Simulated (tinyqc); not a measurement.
# MOS inversion layer, Poisson-Schroedinger loop, step by step

tinyqc, about 0.4 s, one thread, Intel Xeon 2.30GHz (shared host): `OMP_NUM_THREADS=1 python tinyqc.py 2160042 2160043 out.jsonl` Printed values are rounded.

Electrons confined at an insulator interface at z = 0, treated as a hard wall; parabolic valleys, Hartree approximation, no image or exchange terms. The depletion charge lies far deeper than the electrons and gives a uniform field q Nd/(eps0 eps_r); the gate balances all charge. Energies are counted from the band edge at the interface.

Parameters, values chosen for the exercise; masses and permittivity close to those of In0.53Ga0.47As: temperature T = 300 K; relative permittivity eps_r = 14; mass along z of valley set A (1 valley(s)) mz1 = 0.0408 m0; in-plane density-of-states mass of set A md1 = 0.0406 m0; sheet density of electrons Ns = 8e11 cm^-2; sheet density of depletion charge Nd = 2.9e11 cm^-2; mesh step hz = 2.8 nm; mixing factor a = 0.3.

Constants: q = 1.602176634e-19 C, kB = 1.380649e-23 J/K, hbar = 1.054571817e-34 J s, m0 = 9.1093837015e-31 kg, Vt = kB T/q, eps0 = 8.8541878128e-14 F/cm where lengths are in cm, hbar^2/(2 m0) = 0.0380998212 eV nm^2. Results are converted to the units shown.

## Fixed part of the potential

z, node 1 to 14 (nm): [2.8, 5.6, 8.4, 11.2, 14, 16.8, 19.6, 22.4, 25.2, 28, 30.8, 33.6, 36.4, 39.2]

V0 = q Nd z/(eps0 eps_r) in eV.

fixed potential V0, node 1 to 14 (eV): [0.010495, 0.020990, 0.031486, 0.041981, 0.052476, 0.062971, 0.073466, 0.083961, 0.094457, 0.104952, 0.115447, 0.125942, 0.136437, 0.146932]

## Round 1: levels and probability densities

self-consistent potential U at the start, node 1 to 14 (eV): [0, 0, 0, 0, 0, 0, 0, 0, 0, 0, 0, 0, 0, 0]

Tridiagonal Hamiltonian with psi = 0 one step beyond both ends: H_ii = C (1/m_(i-1/2) + 1/m_(i+1/2))/hz^2 + V0_i + U_i, H_(i,i+1) = -C/(m_(i+1/2) hz^2), C = hbar^2/(2 m0). The lowest 2 level(s) are kept, normalised to hz sum |psi|^2 = 1. The mass is the same on all intervals.

levels (eV): A1 0.0547185, A2 0.0950938

```
node  |psi|^2 of A1 (1/nm)  |psi|^2 of A2 (1/nm)
1                0.0290223             0.0272281
2                0.0769882             0.0452922
3                0.0936391             0.0164416
4                0.0755452             0.0006173
5                0.0459292             0.0278347
6                0.0224197             0.0620677
7                0.0091255             0.0698234
8                0.0031763             0.0535314
9                0.0009627             0.0312834
10               0.0002575             0.0147447
11               0.0000614             0.0057812
12               0.0000131             0.0019038
13               0.0000024             0.0005077
14               0.0000003             0.0000856
```

## Round 1: Fermi level and occupations

Level k holds N_k = D_k Vt ln(1 + exp((EF - E_k)/Vt)) with D = md1 m0 q/(pi hbar^2) per eV (spin included); EF is fixed by sum N_k = Ns.

EF = 0.0819770 eV
N_k (cm^-2): A1 5.93361e11, A2 2.06639e11

## Round 1: density, output potential and mixing

n_i = sum_k N_k |psi_k|^2 (converted to cm^-3). Hartree part by Gauss: on the interval before node i the electrons still beyond are S_i = Ns - hz sum_(j<i) n_j, and U_i = U_(i-1) + q S_i hz/(eps0 eps_r) in eV, U_0 = 0 at the interface. Mixing: U(new) = U + a (U(out) - U).

```
node  n (1e17 cm^-3)  U(out) (eV)  U after round 1 (eV)
1            2.28471     0.028952             0.0086857
2            5.50409     0.055589             0.0166768
3            5.89593     0.076649             0.0229947
4            4.49531     0.091734             0.0275202
5            3.30044     0.102264             0.0306791
6            2.61286     0.109449             0.0328348
7            1.98430     0.113987             0.0341961
8            1.29464     0.116514             0.0349542
9            0.70356     0.117729             0.0353188
10           0.31996     0.118231             0.0354694
11           0.12310     0.118409             0.0355228
12           0.04012     0.118463             0.0355388
13           0.01063     0.118475             0.0355426
14           0.00179     0.118477             0.0355431
```

## Course of the self-consistent loop

Start from U = 0. Stop when the largest |U(out) - U| is below 1e-7 eV, or after 60 rounds. From round 2 on: Anderson mixing of depth m keeps the last m inputs V and residuals F = V(out) - V(in), fits c by least squares to F = dF c over their successive differences dF, dV, and sets V(new) = V + a F - (dV + a dF) c. Here m = 3.

Course of the iteration:
```
round  level A1 (eV)    EF (eV)  largest |U(out) - U| (eV)
1          0.0547185  0.0819770                      0.118
2          0.0772678   0.106648                     0.0695
3           0.110869   0.143192                    7.87e-3
4           0.117022   0.149099                    2.09e-3
5           0.117783   0.149586                    1.46e-4
6           0.117815   0.149614                    9.01e-5
7           0.117857   0.149654                    1.59e-5
8           0.117854   0.149651                    1.06e-5
9           0.117847   0.149645                    1.10e-6
10          0.117847   0.149645                    8.29e-7
11          0.117848   0.149646                    5.13e-7
12          0.117848   0.149646                    1.35e-7
13          0.117848   0.149646                    9.25e-8
```

Converged in 13 rounds.

## Converged levels, occupations and centroid

converged U, node 1 to 14 (eV): [0.0289521, 0.0529360, 0.0685770, 0.0780218, 0.0838202, 0.0872824, 0.0891500, 0.0900284, 0.0903862, 0.0905126, 0.0905516, 0.0905619, 0.0905641, 0.0905643]

Solve for the levels with V0 + U, find EF, n_i = sum_k N_k |psi_k|^2 (in cm^-3); share of each level N_k/Ns; centroid sum n z/sum n.

levels (eV): A1 0.117848, A2 0.173178
EF = 0.149646 eV
shares (%): A1 81.4645, A2 18.5355
n, node 1 to 14 (in units of 1e17 cm^-3): [4.90307, 8.23314, 6.11467, 3.59835, 2.30550, 1.57361, 0.97623, 0.51387, 0.22817, 0.08643, 0.02825, 0.00798, 0.00188, 0.00029]
centroid = 8.75858 nm

An 800-node mesh to 67 nm with 8 levels a set gives A1 = 0.1198 eV, EF = 0.1501 eV and a centroid of 9.610 nm; the levels kept above hold 94.5 % of the electrons there. The coarse centroid is 8.9 % below the fine one.

## Closed-form estimates

Triangular well: E_k = a_k (C F^2/mz)^(1/3), a_1 = 2.338107, a_2 = 4.087949, C = hbar^2/(2 m0), F in eV/nm. Fang-Howard (all electrons in the lowest level of set A): b^3 = 6 (mz1/C) q (Nd + 11 Ns/32)/(eps0 eps_r), centroid 3/b, level C b^2/(4 mz1) + (3/b) q (Nd + 11 Ns/16)/(eps0 eps_r). Use F = q (Nd + Ns)/(eps0 eps_r), the surface field, and F = q (Nd + Ns/2)/(eps0 eps_r).

A1 with the surface field = 0.133309 eV
A1 with Nd + Ns/2 = 0.0982820 eV
A2 with Nd + Ns/2 = 0.171836 eV
b = 0.360681 1/nm
Fang-Howard centroid = 8.31759 nm
Fang-Howard level = 0.120675 eV

Against the self-consistent A1 = 0.1198 eV on a fine mesh, the surface-field estimate is 11 % above it, the half-charge one 18 % below it and Fang-Howard 0.74 % above it. A1 holds 79.0 % of the electrons, and the Fang-Howard centroid is 13 % below the full one.
